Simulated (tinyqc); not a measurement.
# Inputs raised by 2 %, one at a time

Model: current of a Schottky diode by thermionic-emission-diffusion theory, and its read-back from I-V-T and C-V data. Computed by tinyqc, a small Python program. Command: `OMP_NUM_THREADS=1 python tinyqc.py 3007216 3007217 out.jsonl schottky sens`. One thread of a shared host (Intel(R) Xeon(R) Processor @ 2.30GHz), about 0.01 s of CPU time with the checks.

Full ionisation, no tunnelling, no recombination current. V is the voltage across the junction itself, forward positive.

Inputs (values chosen for the exercise, modelled on n-type Ga2O3):
```
quantity,value,unit
Richardson constant A*,33.2,A/(cm^2 K^2)
"effective density of states at 300 K, N_c",3.8e+18,1/cm^3
permittivity eps,10.2,-
mobility mu,150,cm^2/(V s)
barrier without image force phi_0,1.26,eV
doping N,3.6e+16,1/cm^3
series resistance R_s,7.2,milliohm cm^2
junction voltage V,0.47,V
temperature T,423,K
```

Barrier: uniform.

Constants: k_B = 8.617333262e-05 eV/K; e = 1.602176634e-19 C; eps_0 = 8.8541878128e-12 F/m.

Method:
- N_c(T) = N_c (T/300 K)^(3/2); V_bi = phi_0 - (k_B T/e) ln(N_c(T)/N); surface field F = sqrt(2 e N (V_bi - V - k_B T/e)/(eps eps_0)); image lowering d_phi = sqrt(e F/(4 pi eps eps_0)); effective barrier phi = phi_0 - d_phi.
- Collection velocity v_R = A* T^2/(e N_c(T)); diffusion velocity v_D = mu F; J = e N_c(T) v_R/(1 + v_R/v_D) exp(-phi/k_B T) [exp(e V/k_B T) - 1].
- Terminal voltage V + J R_s.
- Ideality n = (e/k_B T)/(d ln J/dV) by a central difference of +/- 1 mV; J_0 = J exp(-e V/(n k_B T)); apparent barrier phi_IV = k_B T ln(A* T^2/J_0); a C-V plot gives phi_CV = phi_0, the mean without lowering.

Runs:
```
input moved,from,to,current density J (A/cm^2),ideality factor n,apparent barrier phi_IV (eV),image lowering (meV)
base run,-,-,0.0040784,1.0261,1.2271,34.630
barrier without image force phi_0 (eV),1.26,1.2852,0.0020784,1.0250,1.2522,35.009
doping N (1/cm^3),3.6e+16,3.672e+16,0.0041124,1.0261,1.2268,34.813
mobility mu (cm^2/(V s)),150,153,0.0041036,1.0260,1.2270,34.630
Richardson constant A* (A/(cm^2 K^2)),33.2,33.864,0.0041340,1.0263,1.2273,34.630
junction voltage V (V),0.47,0.4794,0.0052434,1.0266,1.2269,34.485
temperature T (K),423,431.46,0.0063257,1.0267,1.2274,34.543
permittivity eps,10.2,10.404,0.0040091,1.0259,1.2278,34.119
```

Exponents ln(y'/y) / ln(x'/x):
```
input,current density J,ideality factor n,apparent barrier phi_IV,image lowering
barrier without image force phi_0,-34.042,-0.055,1.021,0.551
doping N,0.420,-0.001,-0.012,0.266
mobility mu,0.312,-0.007,-0.007,0.000
Richardson constant A*,0.684,0.007,0.007,0.000
junction voltage V,12.688,0.022,-0.008,-0.212
temperature T,22.165,0.027,0.012,-0.126
permittivity eps,-0.865,-0.008,0.029,-0.750
```

Among the inputs moved here: current density J answers most in size to barrier without image force phi_0 (exponent -34.042), next to temperature T (+22.165). Ideality factor n answers most in size to barrier without image force phi_0 (exponent -0.055), next to temperature T (+0.027). Apparent barrier phi_IV answers most in size to barrier without image force phi_0 (exponent +1.021), next to permittivity eps (+0.029). Image lowering answers most in size to permittivity eps (exponent -0.750), next to barrier without image force phi_0 (+0.551); its exponent is below 0.0005 for mobility mu, Richardson constant A*. Its exponent +0.266 in doping N: F grows as N^(1/2) and the lowering as F^(1/2).
